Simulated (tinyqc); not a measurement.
# Two-diode model of a solar cell: effects of single changes

J is the current delivered and Vj = V + J Rs the junction voltage. J = X JL - J01 (exp(Vj/(n1 Vt)) - 1) - J02 (exp(Vj/(2 Vt)) - 1) - Vj/Rp. The photocurrent does not depend on voltage.

Inputs (values chosen for the exercise); values of the order met in cells of germanium:

| symbol | value | unit | meaning |
|---|---|---|---|
| T | 348 | K | temperature |
| JL | 51.7 | mA/cm^2 | photocurrent at one sun |
| X | 10 | suns | concentration |
| J01 | 3.1e-5 | A/cm^2 | saturation current of the first diode |
| n1 | 1 |  | ideality factor of the first diode |
| Rs | 0 | ohm cm^2 | series resistance |
| Rp | 50000 | ohm cm^2 | shunt resistance |
| Pin | 100 | mW/cm^2 | incident power at one sun |
| J02 | 3.6e-5 | A/cm^2 | saturation current of the second diode (ideality 2) |

Constants: q = 1.602176634e-19 C, kB = 1.380649e-23 J/K, Vt = kB T/q. Results are converted to the units shown.

Each table varies one quantity; the others keep the values above.

## Effect of the saturation current of the second diode (ideality 2)

Jsc at V = 0, Voc at J = 0, the maximum power point where J (1 + 2 Rs G) = G Vj with G = -dJ/dVj; FF = Vmp Jmp/(Voc Jsc); efficiency Vmp Jmp/(X Pin). Empirical fill factor without parasitics FF0 = (v - ln(v + 0.72))/(v + 1), v = Voc/(n1 Vt).

The same in every row: Jsc (mA/cm^2) = 517.00.

Effect of the saturation current of the second diode (ideality 2):
```
J02 (A/cm^2)  Voc (V)  Vmp (V)  Jmp (mA/cm^2)       FF  efficiency (%)      FF0
1e-6          0.29153  0.22710         456.70  0.68811          10.371  0.68794
4e-6          0.29151  0.22706         456.64  0.68797          10.369  0.68792
1e-5          0.29147  0.22700         456.51  0.68769          10.363  0.68789
4e-5          0.29124  0.22667         455.88  0.68627          10.333  0.68774
0.0001        0.29080  0.22602         454.64  0.68348          10.276  0.68744
0.0004        0.28857  0.22278         448.81  0.67018          9.9986  0.68593
0.001         0.28414  0.21648         438.77  0.64661          9.4985  0.68287
0.004         0.26304  0.18974         409.07  0.57074          7.7615  0.66736
```

What does the comparison show?

As J02 goes from 1e-6 to 0.004, Voc falls from 0.292 to 0.263 V, FF falls from 0.688 to 0.571 and the efficiency falls from 10.4 to 7.76 %. Voc changes by -35.0 mV a decade between the last two rows and -0.0370 mV between the first two. In every row v is below 10, outside the range of the formula for FF0.

## Effect of the concentration

Same model as above.

Result of one run:
```
X (suns)  Jsc (mA/cm^2)  Voc (V)  Vmp (V)  Jmp (mA/cm^2)      FF  efficiency (%)     FF0
300             1.551e4   0.3935   0.3198        1.418e4  0.7428           15.11  0.7431
```

What becomes of these results when the concentration X is changed from 300 to 20 suns, all else the same?

Result of the changed run:
```
X (suns)  Jsc (mA/cm^2)  Voc (V)  Vmp (V)  Jmp (mA/cm^2)      FF  efficiency (%)     FF0
20                 1034   0.3121   0.2455          920.5  0.7002           11.30  0.7011
```

The whole series:
```
X (suns)  Jsc (mA/cm^2)  Voc (V)  Vmp (V)  Jmp (mA/cm^2)      FF  efficiency (%)     FF0
0.01             0.5170  0.07995  0.04966         0.3382  0.4064           1.680  0.3945
0.04              2.068   0.1227  0.08217          1.512  0.4895           3.105  0.4950
0.1               5.170   0.1511   0.1052          3.993  0.5375           4.200  0.5445
0.5               25.85   0.2006   0.1469          21.35  0.6046           6.270  0.6095
2                 103.4   0.2427   0.1835          88.60  0.6479           8.130  0.6507
6                 310.2   0.2759   0.2129          271.4  0.6753           9.632  0.6770
20                 1034   0.3121   0.2455          920.5  0.7002           11.30  0.7011
80                 4136   0.3538   0.2834           3738  0.7239           13.24  0.7244
300             1.551e4   0.3935   0.3198        1.418e4  0.7428           15.11  0.7431
```

As X goes from 0.01 to 300, Voc rises from 0.0800 to 0.393 V, FF rises from 0.406 to 0.743 and the efficiency rises from 1.68 to 15.1 %. Voc gains 69.1 mV a decade at the top and 71.0 mV at the bottom (n1 Vt ln 10 = 69.1 mV). For X = 0.01, 0.04, 0.1, 0.5, 2, 6 v is below 10, outside the range of the formula for FF0.

Computed by the program tinyqc: `OMP_NUM_THREADS=1 python tinyqc.py 2280107 2280108 out.jsonl`, one thread of a shared Intel Xeon 2.30GHz, about 0.01 s for the whole run.
